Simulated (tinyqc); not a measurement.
Polytypes and stacking faults of a tetrahedral semiconductor in an axial Ising model with couplings up to third neighbours. Changing the binding energy of the fault level E_b. Computed by tinyqc, a small Python program. Command: `OMP_NUM_THREADS=1 python tinyqc.py 3007726 3007727 out.jsonl polytype sweep`. One thread of a shared host (Intel(R) Xeon(R) Processor @ 2.30GHz), about 0.01 s of CPU time with the checks.

Each double layer has s = +1 or -1 for the sense of its stacking step; E per pair of atoms = E0 - sum_n J_n <s_i s_(i+n)>, n = 1, 2, 3. Hexagonality h = (1 - <s_i s_(i+1)>)/2.

Inputs (values chosen for the exercise, of the order of those of silicon for J, a, G and the gaps):
```
quantity                                    value      unit
J1                                           11.3  meV/pair
J2                                         -0.837  meV/pair
J3                                          -0.24  meV/pair
basal lattice constant a                     3.84  angstrom
in-plane mass m                              0.32        m0
effective density of states N_c at 300 K  3.1e+19    1/cm^3
electron density n                        4.9e+18    1/cm^3
temperature T                                 300         K
```

Host polytype: 3C.

fault coefficients k_n:
```
               J1  J2  J3
intrinsic       4   4   4
extrinsic       4   8   8
twin boundary   2   4   6
```

Constants: 1 eV/angstrom^2 = 16.02176634 J/m^2; m_0 = 9.1093837015e-31 kg; hbar = 1.054571817e-34 J s; k_B = 1.380649e-23 J/K; k_B = 8.617333262e-05 eV/K.

Method:
- Faults in 3C: the sequences intrinsic (-), extrinsic (--), twin boundary (+ turns to -) are put between perfect repeats; k_n = (layers x C_n of the host) - sum_i s_i s_(i+n). gamma = sum k_n J_n/A, A = (sqrt 3/2) a^2; 1 meV/angstrom^2 = 16.02177 mJ/m^2.
- The fault binds electrons in a two-dimensional band E_b below the conduction edge, g2 = m m0/(pi hbar^2) for one valley. With the Fermi level held by the bulk, eta = ln[n/N_c(T)], N_c(T) = N_c (T/300)^1.5, the grand potential falls by g2 (k_B T)^2 F1(x), x = eta + E_b/(k_B T), F1(x) = integral from 0 to infinity of ln(1 + exp(x - t)) dt; sheet density g2 k_B T ln(1 + e^x). Band bending by the trapped charge is left out, so the gain is an upper bound.
- Net fault energy = gamma of the intrinsic fault less the electronic gain.

One run for each value; columns: (1) binding energy of the fault level E_b (eV); (2) electronic gain (mJ/m^2); (3) sheet density (1/cm^2); (4) net fault energy (mJ/m^2):
```
(1)      (2)        (3)    (4)
0.050  0.127  2.553e+12  51.18
0.071  0.241  4.293e+12  51.06
0.093  0.431  6.609e+12  50.87
0.110  0.639  8.626e+12  50.67
0.140  1.144  1.244e+13  50.16
0.160  1.584  1.506e+13  49.72
0.180  2.109  1.771e+13  49.20
0.200  2.719  2.037e+13  48.59
```

What does the table show, and why?

Over the rows, electronic gain (mJ/m^2) rises from 0.127 to 2.72 (exponent d ln y / d ln x 1.8 between the first rows and 2.4 between the last); sheet density (1/cm^2) rises from 2.55e12 to 2.04e13 (exponent d ln y / d ln x 1.5 between the first rows and 1.3 between the last); net fault energy (mJ/m^2) falls from 51.2 to 48.6. The gain grows as exp(E_b/(k_B T)) while the well is empty and as (E_b + eta k_B T)^2 once it is degenerate; thicker faults bind more deeply.
